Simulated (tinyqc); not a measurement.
Smearing for a one-band metal on the fcc lattice: sweeps and comparisons. A value that a table varies takes the place of the one given here.

Lattice vectors (units of a): a1 = (0, 1/2, 1/2), a2 = (1/2, 0, 1/2), a3 = (1/2, 1/2, 0). E(k) = -t A_1(k) - t2 A_2(k), A_m the sum of cos(k . R) over the 12 nearest and 6 second lattice vectors. Mesh k = sum (j_i/N) b_i, j_i = 0 .. N-1.

With x = (E_k - mu)/sigma: Fermi-Dirac f = 1/(1 + exp(x)), s = -f ln f - (1 - f) ln(1 - f); Gaussian f = erfc(x)/2, s = exp(-x^2)/(2 sqrt(pi)); Methfessel-Paxton (first order) f = erfc(x)/2 - x exp(-x^2)/(2 sqrt(pi)), s = (1 - 2 x^2) exp(-x^2)/(4 sqrt(pi)); cold (Marzari-Vanderbilt) with y = x + 1/sqrt(2), f = erfc(y)/2 + exp(-y^2)/sqrt(2 pi), s = y exp(-y^2)/sqrt(2 pi). With weights w = points/N^d (d the dimension), mu solves 2 sum w f = ne; E = 2 sum w f E_k, S = 2 sum w s, F = E - sigma S.

With x = (E_k - mu)/sigma: Gaussian f = erfc(x)/2, s = exp(-x^2)/(2 sqrt(pi)); Methfessel-Paxton (first order) f = erfc(x)/2 - x exp(-x^2)/(2 sqrt(pi)), s = (1 - 2 x^2) exp(-x^2)/(4 sqrt(pi)). With weights w = points/N^d (d the dimension), mu solves 2 sum w f = ne; E = 2 sum w f E_k, S = 2 sum w s, F = E - sigma S.

With x = (E_k - mu)/sigma: Fermi-Dirac f = 1/(1 + exp(x)), s = -f ln f - (1 - f) ln(1 - f). With weights w = points/N^d (d the dimension), mu solves 2 sum w f = ne; E = 2 sum w f E_k, S = 2 sum w s, F = E - sigma S.

Inputs chosen for the exercise:

| symbol | value | unit | meaning |
|---|---|---|---|
| t | 1.13 | eV | nearest hopping |
| t2 | 0.21 | eV | second hopping |
| ne | 0.8 |  | electrons per cell |
| N | 5 |  | unshifted mesh |
| sigma | 0.226 | eV | width |

## Error of each scheme against the width

All on the dense mesh N = 40. The reference is F of first-order Methfessel-Paxton smearing with sigma = 0.05 t on the mesh N = 40; it moves by 0.11 meV on the mesh N = 50; in three dimensions such meshes can agree by chance and the reference may be off by about 1 meV, so smaller errors are not resolved.

Errors (meV per cell):

| sigma (eV) | FD F | FD (E+F)/2 | Gauss F | Gauss (E+F)/2 | MP F | cold F |
|---|---|---|---|---|---|---|
| 0.113 | -4.13 | -0.07 | -0.64 | 0.01 | 0.01 | -0.01 |
| 0.170 | -9.18 | -0.08 | -1.44 | -0.01 | -0.01 | -0.07 |
| 0.226 | -16.30 | 0.02 | -2.54 | -0.05 | -0.04 | -0.18 |
| 0.339 | -36.85 | 0.35 | -5.62 | -0.13 | -0.11 | -0.50 |
| 0.452 | -65.88 | 0.60 | -9.89 | -0.13 | -0.08 | -0.94 |
| 0.678 | -148.61 | -1.00 | -22.17 | 0.07 | 0.33 | -2.50 |
| 0.904 | -261.24 | -9.11 | -39.54 | 0.30 | 1.02 | -5.36 |

reference = -3.03399 eV

Doubling sigma from 0.226 to 0.452 eV multiplies the error of F by 4.0 (Fermi-Dirac) and 3.9 (Gaussian); a pure sigma^2 term would give 4. At the smallest width Fermi-Dirac errs 6.5 times as much as Gaussian, against 2 pi^2/3 = 6.6 for the ratio of the sigma^2 terms at equal sigma. At the largest width the sizes of the errors rank Gauss (E+F)/2 0.3, MP F 1.0, cold F 5.4, FD (E+F)/2 9.1, Gauss F 39.5, FD F 261.2 meV; below about 1 meV this order, and the ratios at the smallest width, carry the noise of the mesh.

## Mesh against width

Gaussian smearing, (E + F)/2. The reference is F of first-order Methfessel-Paxton smearing with sigma = 0.05 t on the mesh N = 40; it moves by 0.11 meV on the mesh N = 50; in three dimensions such meshes can agree by chance and the reference may be off by about 1 meV, so smaller errors are not resolved.

Errors (meV per cell):

| N | sigma = 0.05 t | sigma = 0.15 t | sigma = 0.4 t |
|---|---|---|---|
| 4 | 87.27 | 84.33 | 79.66 |
| 6 | 63.00 | 61.43 | 62.17 |
| 8 | 37.04 | 36.01 | 28.22 |
| 12 | 6.44 | 5.28 | 4.48 |
| 16 | 3.32 | 3.14 | 2.48 |
| 24 | 1.01 | 0.90 | 0.41 |

reference = -3.03399 eV

First N from which the value stays within 2 meV of its last entry (which need not be the best one): none before the last for sigma = 0.05 t, none before the last for sigma = 0.15 t, none before the last for sigma = 0.4 t. At the last mesh the errors are +1.01, +0.90 and +0.41 meV. The 2 meV bar does not tell the widths apart. The smallest error belongs to 0.05 t on 0, 0.15 t on 1, 0.4 t on 5 of the 6 meshes.

## What moves the results of Fermi-Dirac smearing

All sums formed anew. Each row changes one parameter from the base and keeps the others.

Results:

| case | mu (eV) | E (eV) | S | F (eV) |
|---|---|---|---|---|
| base | -0.3026 | -2.9493 | 0.2799 | -3.0126 |
| N = 10 | 0.6562 | -3.0013 | 0.1870 | -3.0436 |
| sigma = 0.452 eV | -0.1111 | -2.9342 | 0.3229 | -3.0802 |
| ne = 0.9 | 0.0467 | -2.9963 | 0.1398 | -3.0279 |
| t2 = 0.323 eV | -0.0790 | -2.9715 | 0.1857 | -3.0135 |
| t = 1.243 eV | -0.3925 | -3.2445 | 0.2876 | -3.3095 |

The largest shifts from the base row, up to three for each result and ties (the steps differ in size, so this ranks the rows, not the parameters). mu (eV): N +0.9587, ne +0.3493, t2 +0.2236. E (eV): t -0.2952, N -0.0520, ne -0.0470. S: ne -0.1401, t2 -0.0942, N -0.0929. F (eV): t -0.2969, sigma -0.0676, N -0.0310.

Run: tinyqc, `OMP_NUM_THREADS=1 python tinyqc.py 1682262 1682263 out.jsonl`; Intel(R) Xeon(R) Processor @ 2.30GHz, one thread, shared host; about 0.2 s of CPU time with all checks.
